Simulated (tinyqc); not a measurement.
Inside a calculation. Model: threshold of a short bulk MOSFET: charge sharing, barrier lowering, narrow width.

Numbers from tinyqc (`OMP_NUM_THREADS=1 python tinyqc.py 2002164 2002165 out.jsonl`; about 0.01 s on one thread of a shared Intel Xeon 2.30GHz). Printed values are rounded.

n-channel device on a p-type body, depletion approximation, full ionisation. Uniform doping N = Na. Vbi from Boltzmann statistics is rough for the degenerate source. Cox = eps0 eox/tox.

Parameters, values chosen for the exercise; band and dielectric values close to those of silicon:
- T = 250 K (temperature)
- Eg = 1.13 eV (band gap)
- eps_r = 11.8 (relative permittivity)
- Nc = 2.15e19 cm^-3 (conduction-band density of states at T)
- Nv = 2.05e19 cm^-3 (valence-band density of states at T)
- eox = 21.7 (relative permittivity of the gate insulator (close to hafnium oxide))
- tox = 8.1 nm (insulator thickness)
- Na = 2.7e17 cm^-3 (channel doping)
- Nsd = 1e20 cm^-3 (source and drain doping)
- Vfb = -0.79 V (flat-band voltage for the doping Na)
- xj = 18 nm (junction depth)
- Vbs = 0 V (body-source voltage)
- Vds = 1.2 V (drain-source voltage)
- W = 310 nm (gate width)
- xw = 0.7854 (shape factor of the fringing depletion at the width edges)
- L = 150 nm (channel length)

Constants: q = 1.602176634e-19 C, kB = 1.380649e-23 J/K, Vt = kB T/q, eps0 = 8.8541878128e-14 F/cm where lengths are in cm. Results are converted to the units shown.

## Long-channel threshold and scales

ni = sqrt(Nc Nv) exp(-Eg/(2 Vt)), Eg in volts; 2 pB = 2 Vt ln(N/ni); flat band Vfb - Vt ln(N/Na); Wd = sqrt(2 eps0 eps_r (2 pB - Vbs)/(q N)); body term q N Wd/Cox; long-channel VT0 = flat band + 2 pB + body term; Vbi = Vt ln(N Nsd/ni^2); scale length l = sqrt((eps_r/eox) tox Wd).

N = 2.7e17 cm^-3
2 pB = 0.942419 V
flat band = -0.79 V
Wd = 67.4707 nm
body term = 0.123046 V
VT0 = 0.275465 V
Vbi = 1.06984 V
l = 17.2390 nm

## Short-channel and narrow-width shifts

Charge sharing (trapezoid; it ignores Vds): F = (xj/L)(sqrt(1 + 2 Wd/xj) - 1), lowering = body term times F. Barrier lowering: th = exp(-L/(2 l)) + 2 exp(-L/l), lowering = th [2 (Vbi - 2 pB) + Vds], DIBL = th. Narrow width: rise = body term times xw Wd/W. VT by each model = VT0 - lowering + rise.

F = 0.229790
lowering by charge sharing = 28.2747 mV
th = 0.0132317
lowering of the barrier = 19.2500 mV
DIBL = 13.2317 mV/V
narrow-width rise = 21.0335 mV
VT, charge sharing = 0.268223 V
VT, barrier lowering = 0.277248 V

L is 8.70 scale lengths. The charge-sharing lowering is 47 % above the barrier lowering; the first falls off as 1/L and the second exponentially. Both describe the same loss of gate control, so they are alternatives and are not added.
